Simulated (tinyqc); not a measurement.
# Capacitance measurement on a leaky thin oxide: effects of series resistance and leakage: two studies

The device is a capacitance C in parallel with a leakage conductance G, in series with Rs and Ls. An impedance meter reports either a parallel pair (Cp, Gp) from Y = 1/Z = Gp + i w Cp or a series pair (Cs, Rm) from Z = Rm + 1/(i w Cs); w = 2 pi f, dissipation D = Gp/(w |Cp|).

Inputs (values chosen for the exercise); values of the order met in thin-oxide MOS capacitors:
```
symbol,value,unit,meaning
eox,9.1,,relative permittivity of the gate insulator (close to aluminium oxide)
tox,4.2,nm,insulator thickness
A,400,um^2,gate area
zc,0.36,nm,oxide-equivalent thickness added by the accumulation layer
zp,0.25,nm,oxide-equivalent thickness added by gate depletion
Jg,0.0015,A/cm^2,"gate leakage current density, not matched to the thickness"
Vs,0.24,V,voltage for an e-fold rise of the leakage
Rs,540,ohm,series resistance
Ls,12,nH,series inductance
f,1e6,Hz,measuring frequency
```

Constants: eps0 = 8.8541878128e-14 F/cm where lengths are in cm. Results are converted to the units shown.

Each table varies one quantity; the others keep the values above.

## Readings against frequency

EOT = 3.9 tox/eox; CET = EOT + zc + zp; C = 3.9 eps0 A/CET; G = Jg A/Vs. Z = Rs + i w Ls + 1/(G + i w C); CET read from Cp = 3.9 eps0 A/Cp; errors under 0.001 % are printed as 0.

The same in every row: C (pF) = 5.7313.

Readings against frequency:
```
f (Hz)  Cp (pF)  Cs (pF)          D  error of Cp (%)  error of Cs (%)  CET read from Cp (nm)
1000     5.7312   8.4936    0.69426         -2.70e-3             48.2                 2.4101
3000     5.7312   6.0383    0.23147         -2.70e-3             5.36                 2.4101
10000    5.7312   5.7590   0.069618         -2.70e-3            0.482                 2.4101
30000    5.7312   5.7344   0.023725         -2.73e-3           0.0536                 2.4101
1e5      5.7312   5.7316  0.0088870         -3.08e-3          4.82e-3                 2.4101
3e5      5.7310   5.7314  0.0081479         -6.08e-3                0                 2.4101
1e6      5.7290   5.7314   0.020140          -0.0402                0                 2.4110
3e6      5.7119   5.7315   0.058571           -0.339          2.45e-3                 2.4182
1e7      5.5238   5.7329    0.19458            -3.62           0.0272                 2.5006
3e7      4.2811   5.7454    0.58483            -25.3            0.245                 3.2264
```

D goes from 0.694 through a minimum of 0.00815 (at f = 3e5 Hz among the rows listed) to 0.585; without inductance its minimum lies at f = sqrt(G (1 + G Rs)/Rs)/(2 pi C) = 1.89e5 Hz. The error of Cp goes from -0.00270 to -25.3 % and that of Cs from 48.2 to 0.245 %; at low frequency Cp tends to C/(1 + G Rs)^2 and Cs grows as 1 + (G/(w C))^2. One of the two readings is within 2 % of C for f = 1000, 3000, 10000, 30000, 1e5, 3e5, 1e6, 3e6, 1e7, 3e7 Hz.

## Effect of the series resistance

Same model as above.

The same in every row: C (pF) = 5.731; Cs (pF) = 5.731.

Result of one run:
```
Rs (ohm)  Cp (pF)         D  error of Cp (%)  error of Cs (%)  CET read from Cp (nm)
3           5.731  8.023e-4                0                0                  2.410
```

What becomes of these results when the series resistance Rs is changed from 3 to 30 ohm, all else the same?

Result of the changed run:
```
Rs (ohm)  Cp (pF)         D  error of Cp (%)  error of Cs (%)  CET read from Cp (nm)
30          5.731  0.001775                0                0                  2.410
```

The whole series:
```
Rs (ohm)  Cp (pF)         D  error of Cp (%)  error of Cs (%)  CET read from Cp (nm)
1           5.731  7.302e-4                0                0                  2.410
3           5.731  8.023e-4                0                0                  2.410
10          5.731  0.001054                0                0                  2.410
30          5.731  0.001775                0                0                  2.410
100         5.731  0.004295         -1.53e-3                0                  2.410
300         5.731   0.01150          -0.0129                0                  2.410
1000        5.724   0.03671           -0.134                0                  2.413
3000        5.664    0.1087            -1.17                0                  2.438
```

As Rs goes from 1 to 3000, the error of Cp goes from 0 to -1.17 %, that of Cs from 0 to 0 %, and D rises from 7.30e-4 to 0.109. The CET read from Cp goes from 2.41 to 2.44 nm against the true 2.41 nm. Rs does not enter the imaginary part of Z, so Cs does not depend on it.

Computed by the program tinyqc: `OMP_NUM_THREADS=1 python tinyqc.py 2022161 2022162 out.jsonl`, one thread of a shared Intel Xeon 2.30GHz, about 0.01 s for the whole run.
